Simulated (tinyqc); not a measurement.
# Leakage through a gate insulator: direct, Fowler-Nordheim, trap-assisted and Poole-Frenkel currents, step by step

A worked calculation. Computed by tinyqc, a small Python program that keeps every step. Command: `OMP_NUM_THREADS=1 python tinyqc.py 3015181 3015182 out.jsonl oxideleak walk`. One thread of a shared host (Intel(R) Xeon(R) Processor @ 2.30GHz), about 0.01 s of CPU time with the checks. Intermediate numbers are printed to about 6 digits and carried at full precision; extremes and crossings named in words are read from the listed rows.

Electrons enter from the cathode Fermi level at x = 0; the conduction band of the insulator lies phi_b - e F x above it, F = V/t. WKB exponents use a parabolic band with mass m.

Inputs (values chosen for the exercise, with an insulator like SiO2):

| quantity | value | unit |
|---|---|---|
| thickness t | 8.6 | nm |
| barrier phi_b | 3.09 | eV |
| tunnelling mass m | 0.44 | m_0 |
| static constant eps_ox | 3.94 | - |
| optical constant eps_opt | 2.21 | - |
| voltage across the insulator V | 3.6 | V |
| trap depth phi_t | 1.8 | eV |
| trap density N_t | 2.2e+19 | cm^-3 |
| attempt rate nu_0 | 2e+12 | 1/s |
| activation of capture E_a | 0.23 | eV |
| temperature T | 350 | K |

Constants: hbar^2/(2 m_0) = 3.80998212 eV angstrom^2; e = 1.602176634e-19 C; hbar = 1.054571817e-34 J s; k_B = 8.617333262e-05 eV/K; eps_0 = 8.8541878128e-12 F/m.

## Field and tunnelling without traps

For a level a distance phi(x) below the band, the WKB exponent is 2 int kappa dx with kappa = sqrt(m phi/(hbar^2/2m_0)); for a linear barrier from phi_1 down to phi_2 = max(phi_1 - e F d, 0) it is G = (4/3) sqrt(m/(hbar^2/2m_0)) (phi_1^(3/2) - phi_2^(3/2))/(e F). J_tun = e^3 F^2/(16 pi^2 hbar m phi_b) x exp(-G) / [1 - sqrt(phi_2/phi_b)]^2 with the free-electron mass in the cathode (m in m_0), phi_2 = max(phi_b - e V, 0): direct tunnelling for e V < phi_b, Fowler-Nordheim above. Image forces, back-flow and the limit on supply are left out, so J_tun is overstated below about 0.5 V. Equivalent oxide thickness = 3.9 t/eps_ox.

field F = 4.18605 MV/cm

equivalent oxide thickness = 8.51269 nm

WKB exponent G = 58.7946

tunnelling current J_tun = 5.80712e-19 A/cm^2

The barrier is a triangle 7.38 nm long: Fowler-Nordheim tunnelling.

## One trap at several depths

A trap at depth x lies phi_t below the band. Capture: tunnel at the cathode Fermi level from 0 to x (G_in from phi_1 = phi_b), rate nu_0 exp(-G_in - E_c/k_B T) with E_c = E_a + max(phi_b - phi_t - e F x, 0), the last term being the height of the trap above the cathode Fermi level. Emission: tunnel from the trap level to the anode (G_out from phi_1 = phi_t over t - x), rate nu_0 exp(-G_out - E_a/k_B T). Re-emission to the cathode follows from detailed balance, rate_back = rate_in exp(dE/k_B T) with dE = phi_b - phi_t - e F x. Each trap passes R = rate_in rate_out/(rate_in + rate_back + rate_out) electrons per second; filling from the anode is left out. Depths: t times 0.08, 0.2, 0.32, 0.44, 0.56, 0.68, 0.8 and 0.92, rounded to 0.01 nm.

Rates:

| x (nm) | G_in | G_out | E_c (eV) | rate in (1/s) | rate back (1/s) | rate out (1/s) | R (1/s) |
|---|---|---|---|---|---|---|---|
| 0.69 | 8.0480 | 26.1402 | 1.23116 | 1.19641e-09 | 3.11882e+05 | 4.33158e-03 | 1.66164e-17 |
| 1.72 | 19.3014 | 26.1402 | 0.80000 | 2.50637e-08 | 4.04282e+00 | 4.33158e-03 | 2.68252e-11 |
| 2.75 | 29.5725 | 26.1402 | 0.36884 | 1.40232e-06 | 1.39964e-04 | 4.33158e-03 | 1.35800e-06 |
| 3.78 | 38.7563 | 26.1402 | 0.23000 | 1.43727e-08 | 8.87638e-13 | 4.33158e-03 | 1.43727e-08 |
| 4.82 | 46.7750 | 25.0409 | 0.23000 | 4.73212e-12 | 1.57400e-22 | 1.30035e-02 | 4.73212e-12 |
| 5.85 | 53.2374 | 20.4829 | 0.23000 | 7.38676e-15 | 1.52031e-31 | 1.24036e+00 | 7.38676e-15 |
| 6.88 | 57.7529 | 13.9913 | 0.23000 | 8.07988e-17 | 1.02899e-39 | 8.18136e+02 | 8.07988e-17 |
| 7.91 | 58.7946 | 6.0323 | 0.23000 | 2.85112e-17 | 2.24673e-46 | 2.34094e+06 | 2.85112e-17 |

The most effective of these traps sits at 2.75 nm, 32 % of the way; where rate back exceeds rate out, re-emission drains the trap, and elsewhere the slower forward step limits R; here capture limits, and the best depth is where the trap level drops to the cathode Fermi level.

## Trap-assisted current

J_TAT = e N_t int_0^t R dx by the midpoint rule on 400 intervals; the most effective depth is the midpoint with the largest R, rounded to 0.01 nm.

trap-assisted current J_TAT = 7.13162e-13 A/cm^2

most effective depth = 3.09 nm

## Poole-Frenkel bound

Poole-Frenkel emission over the lowered barrier of a charged trap: lowering sqrt(e F/(pi eps_opt eps_0)); J_PF = e N_t^(2/3) nu_0 exp(-(phi_t - lowering)/k_B T), one sheet of traps emitting with supply unlimited (an upper bound).

barrier lowering = 1.04451 eV

Poole-Frenkel bound J_PF = 3.32723e-05 A/cm^2

## Total without and with traps

J = J_tun + J_TAT (the Poole-Frenkel bound is not added); the ratio J/J_tun is the excess that stress-made traps add.

total current J = 7.13163e-13 A/cm^2

J/J_tun = 1.22808e+06

## Against voltage

The formulas are those given above.

Currents:

| V (V) | F (MV/cm) | J_tun (A/cm^2) | J_TAT (A/cm^2) | best depth (nm) |
|---|---|---|---|---|
| 1.03 | 1.1977 | 1.04100e-33 | 2.53935e-29 | 3.62 |
| 2.09 | 2.4302 | 4.69488e-29 | 1.51910e-21 | 3.52 |
| 3.14 | 3.6512 | 8.02680e-23 | 8.01635e-15 | 3.54 |
| 4.19 | 4.8721 | 3.09946e-15 | 5.61462e-11 | 2.66 |
| 5.25 | 6.1047 | 1.30827e-10 | 1.28202e-08 | 2.12 |
| 6.30 | 7.3256 | 1.56045e-07 | 4.66511e-07 | 1.77 |
| 7.35 | 8.5465 | 2.57967e-05 | 6.12564e-06 | 1.52 |
| 8.41 | 9.7791 | 1.27324e-03 | 4.31239e-05 | 1.32 |
| 9.46 | 11.0000 | 2.63198e-02 | 1.94088e-04 | 1.17 |

The larger current changes between 6.3 and 7.35 V (to J_tun). Over the range J_tun grows by 31.4 decades and J_TAT by 24.9. The highest rows may lie beyond breakdown.

## Against thickness at fixed field

The formulas are those given above.

Currents:

| t (nm) | V (V) | J_tun (A/cm^2) | J_TAT (A/cm^2) |
|---|---|---|---|
| 1.2 | 0.50233 | 2.98114e+03 | 5.15776e-16 |
| 1.6 | 0.66977 | 2.20042e+01 | 1.78970e-15 |
| 2.2 | 0.92093 | 2.29835e-02 | 1.38208e-14 |
| 3.0 | 1.25581 | 5.24407e-06 | 3.46871e-13 |
| 4.0 | 1.67442 | 4.59833e-10 | 7.49981e-13 |
| 5.5 | 2.30233 | 4.57960e-15 | 7.39928e-13 |
| 7.5 | 3.13953 | 5.80712e-19 | 7.13203e-13 |
| 10.0 | 4.18605 | 5.80712e-19 | 7.12836e-13 |

Between the first rows J_tun falls by 5.33 decades per nm. From t = phi_b/(e F) = 7.38 nm it stops changing, since a triangular barrier does not feel the thickness. J_TAT overtakes J_tun between 4 and 5.5 nm.

Checks made by the program: the WKB exponent by quadrature (relative difference 5e-08); the integral with twice the points (relative difference 2e-04).
